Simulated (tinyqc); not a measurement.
Along the matched line: quaternary alloy A(x)B(1-x)C(y)D(1-y) matched to a substrate.

Q(x,y) = x y Q_AC + x (1 - y) Q_AD + (1 - x) y Q_BC + (1 - x)(1 - y) Q_BD for the lattice constant. Gap, rule 1: Q(x,y) - x (1 - x)[y C_ABC + (1 - y) C_ABD] - y (1 - y)[x C_ACD + (1 - x) C_BCD]. Rule 2 (mean of ternaries): {x (1 - x)[y T_ABC(x) + (1 - y) T_ABD(x)] + y (1 - y)[x T_ACD(y) + (1 - x) T_BCD(y)]}/{x (1 - x) + y (1 - y)}, T_ABC(x) = x E_AC + (1 - x) E_BC - C_ABC x (1 - x), T_ACD(y) = y E_AC + (1 - y) E_AD - C_ACD y (1 - y), and alike. Only the Gamma valley is followed.

Matching a(x,y) = a_s gives x = (a_s - y a_BC - (1 - y) a_BD)/(y (a_AC - a_BC) + (1 - y)(a_AD - a_BD)).
Constants: hc = 1239.841984 eV nm.

Inputs chosen for the exercise (AC, AD, BC, BD near GaAs, GaSb, InAs and InSb; substrate near InP; the results hold for these values, not for the real material):

| symbol | value | unit | meaning |
|---|---|---|---|
| a | (5.648, 6.097, 6.066, 6.48) | angstrom | lattice constants of AC, AD, BC, BD |
| Eg | (1.511, 0.815, 0.411, 0.232) | eV | gaps at Gamma of AC, AD, BC, BD |
| Cb | (0.406, 0.415, 1.544, 0.703) | eV | bowing of ABC, ABD, ACD, BCD |
| a_s | 5.867 | angstrom | substrate |

x follows from y.

Results:

| y | x | bilinear (eV) | rule 1 (eV) | rule 2 (eV) | wavelength 1 (nm) | wavelength 2 (nm) |
|---|---|---|---|---|---|---|
| 0.53 | 0.9802 | 1.1669 | 0.7784 | 0.8134 | 1593 | 1524 |
| 0.59 | 0.9135 | 1.1488 | 0.7606 | 0.8726 | 1630 | 1421 |
| 0.64 | 0.8585 | 1.1311 | 0.7531 | 0.8990 | 1646 | 1379 |
| 0.70 | 0.7931 | 1.1067 | 0.7520 | 0.9158 | 1649 | 1354 |
| 0.76 | 0.7284 | 1.0789 | 0.7582 | 0.9218 | 1635 | 1345 |
| 0.82 | 0.6644 | 1.0478 | 0.7706 | 0.9189 | 1609 | 1349 |
| 0.88 | 0.6010 | 1.0133 | 0.7881 | 0.9065 | 1573 | 1368 |
| 0.93 | 0.5486 | 0.9821 | 0.8056 | 0.8866 | 1539 | 1398 |
| 0.99 | 0.4864 | 0.9417 | 0.8293 | 0.8437 | 1495 | 1469 |

What can be read from this table?

The matched alloys span 0.752 to 0.829 eV by rule 1, with the lowest value inside the range, at y = 0.70. Along the line dx/dy is -1.111 between the first two rows and -1.037 between the last two. In energy the two rules differ most at y = 0.70, by 164 meV (295 nm there), which measures how far the ternary data leave the interior open. Miscibility gaps are not considered.

Run: tinyqc, `OMP_NUM_THREADS=1 python tinyqc.py 1081558 1081559 out.jsonl`; Intel(R) Xeon(R) Processor @ 2.30GHz, one thread, shared host; about 0.01 s of CPU time with all checks.
